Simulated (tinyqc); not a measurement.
Propagation of a band-gap error through k.p and effective-mass formulas: one step. Binding energies and densities for both gaps. Four cases, with inputs chosen for the exercise.

Task: Use the values of the table.

Donor: R = Ry me/e0^2, a_B = a0 e0/me, Mott density (0.26/a_B)^3. Nc, Nv = 2 (m kT/(4 pi c))^(3/2), c = hbar^2/2m0, ni = sqrt(Nc Nv) exp(-E/2kT). Exciton: Ry mu/e0^2 with 1/mu = 1/me + g1(E). 1 angstrom^-3 = 1e24 cm^-3.

Constants: Ry = 13.60569312 eV; a0 (Bohr radius) = 0.5291772105 angstrom; kB = 8.617333262e-05 eV/K; hbar^2/2m0 = 3.80998211 eV angstrom^2.

Give: a table of quantity, at Eg, at Eg2, ratio.

Case 1.

Values chosen (reference values near those of InSb, gap at low temperature; not measured data):
- mh = 0.51 m0 (density-of-states mass of the holes)
- T = 77 K (temperature)
- Eg = 0.239 eV (gap at Gamma to the s-like level)
- Eg2 = 0.108 eV (a wrong gap)

Band values at the two gaps:
```
quantity        at Eg      at Eg2    ratio
me          0.0136759  0.00654964  0.47892
g*           -47.8993    -124.269        -
g1            34.7100     73.9579  2.13074
g2            15.5000     35.1239  2.26606
light hole  0.0152184  0.00693453  0.45567
heavy hole   0.269542    0.269542  1.00000
ei            15.8600     16.9677  1.06984
e0            17.1200     18.2277  1.06470
```

Result:

Results:
```
quantity                  at Eg     at Eg2     ratio
R (meV)                  0.6348     0.2682     0.422
a_B (angstrom)            662.4       1473      2.22
Mott density (cm^-3)  6.046e+13  5.503e+12    0.0910
Nc (cm^-3)            5.219e+15  1.730e+15     0.331
ni (cm^-3)            1.188e+09  1.325e+13  1.12e+04
exciton (meV)            0.4305     0.1807     0.420
```

Power laws carry the error on: the donor energy (me/e0^2) by a factor of 0.422, the Mott density (cube of me/e0) by 0.0910. ni, with its exponential, changes by a factor of 1.12e+04, that is 4.0 decades.

Case 2.

Values chosen (reference values near those of InAs, gap at low temperature; not measured data):
- mh = 0.51 m0 (density-of-states mass of the holes)
- T = 77 K (temperature)
- Eg = 0.413 eV (gap at Gamma to the s-like level)
- Eg2 = 0.169 eV (a wrong gap)

Band values at the two gaps:
```
quantity        at Eg     at Eg2    ratio
me          0.0221877  0.0100390  0.45246
g*           -14.9449   -57.5824        -
g1            20.0000    45.2867  2.26433
g2            8.52000    21.1633  2.48396
light hole  0.0269978  0.0114138  0.42277
heavy hole   0.337838   0.337838  1.00000
ei            12.1200    13.4316  1.10822
e0            15.2400    16.5516  1.08606
```

Result:

Results:
```
quantity                  at Eg     at Eg2     ratio
R (meV)                   1.300     0.4986     0.384
a_B (angstrom)            363.5      872.5      2.40
Mott density (cm^-3)  3.660e+14  2.647e+13    0.0723
Nc (cm^-3)            1.078e+16  3.282e+15     0.304
ni (cm^-3)                 3452  1.840e+11  5.33e+07
exciton (meV)            0.9003     0.3428     0.381
```

Power laws carry the error on: the donor energy (me/e0^2) by a factor of 0.384, the Mott density (cube of me/e0) by 0.0723. ni, with its exponential, changes by a factor of 5.33e+07, that is 7.7 decades.

Case 3.

Values chosen (reference values near those of GaSb, gap at low temperature; not measured data):
- mh = 0.65 m0 (density-of-states mass of the holes)
- T = 300 K (temperature)
- Eg = 0.827 eV (gap at Gamma to the s-like level)
- Eg2 = 0.968 eV (a wrong gap, of the size a hybrid functional can give)

Band values at the two gaps:
```
quantity        at Eg     at Eg2    ratio
me          0.0351395  0.0402876  1.14651
g*           -8.38022   -6.14208        -
g1            13.4200    11.8348  0.88188
g2            4.68000    3.88741  0.83064
light hole  0.0438982  0.0509954  1.16167
heavy hole   0.246305   0.246305  1.00000
ei            14.4300    13.5518  0.93914
e0            15.4400    14.5618  0.94312
```

Result:

Results:
```
quantity                  at Eg     at Eg2   ratio
R (meV)                   2.005      2.585    1.29
a_B (angstrom)            232.5      191.3   0.823
Mott density (cm^-3)  1.398e+15  2.512e+15    1.80
Nc (cm^-3)            1.653e+17  2.029e+17    1.23
ni (cm^-3)            1.668e+11  1.209e+10  0.0725
exciton (meV)             1.363      1.750    1.28
```

Power laws carry the error on: the donor energy (me/e0^2) by a factor of 1.29, the Mott density (cube of me/e0) by 1.80. ni, with its exponential, changes by a factor of 0.0725, that is 1.1 decades.

Case 4.

Values chosen (reference values near those of ZnSe, gap at low temperature; not measured data):
- mh = 0.5 m0 (density-of-states mass of the holes)
- T = 77 K (temperature)
- Eg = 2.863 eV (gap at Gamma to the s-like level)
- Eg2 = 3.149 eV (a wrong gap, of the size a hybrid functional can give)

Band values at the two gaps:
```
quantity       at Eg    at Eg2    ratio
me          0.110991  0.120379  1.08459
g*           1.32377   1.43479        -
g1           3.77000   3.51727  0.93296
g2           1.24000   1.11364  0.89809
light hole  0.160000  0.174078  1.08799
heavy hole  0.775194  0.775194  1.00000
ei           5.89000   5.50270  0.93424
e0           8.83000   8.44270  0.95614
```

Result:

Results:
```
quantity                  at Eg     at Eg2     ratio
R (meV)                   19.37      22.98      1.19
a_B (angstrom)            42.10      37.11     0.882
Mott density (cm^-3)  2.356e+17  3.438e+17      1.46
Nc (cm^-3)            1.207e+17  1.363e+17      1.13
ni (cm^-3)            7.547e-77  3.504e-86  4.64e-10
exciton (meV)             13.65      16.14      1.18
```

Power laws carry the error on: the donor energy (me/e0^2) by a factor of 1.19, the Mott density (cube of me/e0) by 1.46. ni, with its exponential, changes by a factor of 4.64e-10, that is 9.3 decades.

Computed by tinyqc, one run a case: `OMP_NUM_THREADS=1 python tinyqc.py N N+1 out.jsonl` with N = 1850904, 1850957, 1851094, 1851268; one thread of a shared Intel(R) Xeon(R) Processor @ 2.30GHz, about 0.01 s a run at most.
